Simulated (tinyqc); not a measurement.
Inputs raised by 2 %, one at a time: chemical vapour deposition: Grove model, boundary layer, depletion and step coverage. Computed by tinyqc, a small Python program. Command: `OMP_NUM_THREADS=1 python tinyqc.py 3026462 3026463 out.jsonl cvd sens`. One thread of a shared host (Intel(R) Xeon(R) Processor @ 2.30GHz), about 0.04 s of CPU time with the checks.

A precursor diffuses to the surface and reacts there at first order; each molecule that reacts adds one formula unit of film.

Inputs (values chosen for the exercise, close to those used for tungsten from its fluoride):

| quantity | value | unit |
|---|---|---|
| prefactor k0 of k_s | 60000 | cm/s |
| activation energy E | 0.782 | eV |
| temperature T | 420 | C |
| total pressure p | 760 | torr |
| mole fraction of the precursor Y | 0.0016 | - |
| gas diffusivity D0 at 273.15 K and 760 torr | 0.37 | cm^2/s |
| film density N | 6.3e+22 | formula units/cm^3 |
| precursor mass M | 298 | u |
| trench width w | 0.059 | um |
| aspect ratio of the trench | 15 | - |
| gas velocity U | 22 | cm/s |
| kinematic viscosity nu0 at 273.15 K and 760 torr | 0.64 | cm^2/s |
| susceptor length L | 39 | cm |
| channel height b | 8.8 | cm |

Reactor: horizontal, atmospheric.

Constants: k_B = 1.380649e-23 J/K; u = 1.6605390666e-27 kg; k_B = 8.617333262e-05 eV/K.

Method:
- k_s = k0 exp(-E/(k_B T)); C_g = Y p/(k_B T), 1 torr = 133.322 Pa; D = D0 (T/273.15)^1.75 (760/p).
- Temperatures in kelvin are T(C) + 273.15.
- Mean speed c = sqrt(8 k_B T/(pi M)); reactive sticking probability beta = 4 k_s/c.
- nu = nu0 (T/273.15)^1.75 (760/p); Re = U L/nu; mean boundary layer delta = (2/3) L/sqrt(Re), at most b/2; h_g = D/delta.
- Fluxes in series: C_s = C_g/(1 + k_s/h_g); growth rate G = k_s h_g/(k_s + h_g) C_g/N; 1 cm/s = 6e8 nm/min.
- Plug flow: U b dC/dx = -k_eff C with k_eff = k_s h_g/(k_s + h_g), so C falls as exp(-k_eff x/(U b)); the used share of the precursor is 1 - C(L)/C(0).
- In a long trench of width w and depth l = aspect ratio x w: Knudsen diffusivity D_K = (2w) c/3 (hydraulic diameter 2w), combined as 1/D_e = 1/D_K + 1/D; D_e d2C/dz2 = 2 k_s C/w with D_e dC/dz = -k_s C at the floor. With m = sqrt(2 k_s/(w D_e)): C(floor)/C(top) = 1/[cosh(m l) + (k_s/(D_e m)) sinh(m l)].

Runs:

| input moved | from | to | growth rate G at the inlet (nm/min) | rate at the outlet over rate at the inlet | modulus m l | ratio k_s/h_g |
|---|---|---|---|---|---|---|
| base run | - | - | 18.06 | 0.9777 | 0.06274 | 0.1051 |
| prefactor k0 of k_s (cm/s) | 60000 | 61200 | 18.39 | 0.9773 | 0.06337 | 0.1072 |
| activation energy E (eV) | 0.782 | 0.79764 | 14.21 | 0.9824 | 0.05504 | 0.0809 |
| total pressure p (torr) | 760 | 775.2 | 18.40 | 0.9777 | 0.06277 | 0.1061 |
| mole fraction of the precursor Y | 0.0016 | 0.001632 | 18.42 | 0.9777 | 0.06274 | 0.1051 |
| aspect ratio of the trench | 15 | 15.3 | 18.06 | 0.9777 | 0.06400 | 0.1051 |
| trench width w (um) | 0.059 | 0.06018 | 18.06 | 0.9777 | 0.06277 | 0.1051 |
| susceptor length L (cm) | 39 | 39.78 | 18.04 | 0.9773 | 0.06274 | 0.1061 |

Exponents ln(y'/y) / ln(x'/x):

| input | growth rate G at the inlet | rate at the outlet over rate at the inlet | modulus m l | ratio k_s/h_g |
|---|---|---|---|---|
| prefactor k0 of k_s | 0.904 | -0.021 | 0.500 | 1.000 |
| activation energy E | -12.104 | 0.243 | -6.611 | -13.223 |
| total pressure p | 0.952 | 0.001 | 0.022 | 0.500 |
| mole fraction of the precursor Y | 1.000 | 0.000 | 0.000 | 0.000 |
| aspect ratio of the trench | 0.000 | 0.000 | 1.000 | 0.000 |
| trench width w | 0.000 | 0.000 | 0.022 | 0.000 |
| susceptor length L | -0.048 | -0.022 | 0.000 | 0.500 |

To which inputs is each result most sensitive?

Among the inputs moved here: growth rate G at the inlet answers most in size to activation energy E (exponent -12.104), next to mole fraction of the precursor Y (+1.000); its exponent is below 0.0005 for aspect ratio of the trench, trench width w. Its exponent +0.952 in total pressure p: reaction control: C_g is proportional to p. Its exponent +1.000 in mole fraction of the precursor Y: first-order kinetics. Rate at the outlet over rate at the inlet answers most in size to activation energy E (exponent +0.243), next to susceptor length L (-0.022); its exponent is below 0.0005 for mole fraction of the precursor Y, aspect ratio of the trench, trench width w. Modulus m l answers most in size to activation energy E (exponent -6.611), next to aspect ratio of the trench (+1.000); its exponent is below 0.0005 for mole fraction of the precursor Y, susceptor length L. Its exponent +1.000 in aspect ratio of the trench: the modulus is proportional to depth. Its exponent +0.022 in trench width w: Knudsen transport has no length scale but w. Ratio k_s/h_g answers most in size to activation energy E (exponent -13.223), next to prefactor k0 of k_s (+1.000); its exponent is below 0.0005 for mole fraction of the precursor Y, aspect ratio of the trench, trench width w.

Caution (all rows): the hydraulic-diameter form of D_K is rough for a slit.
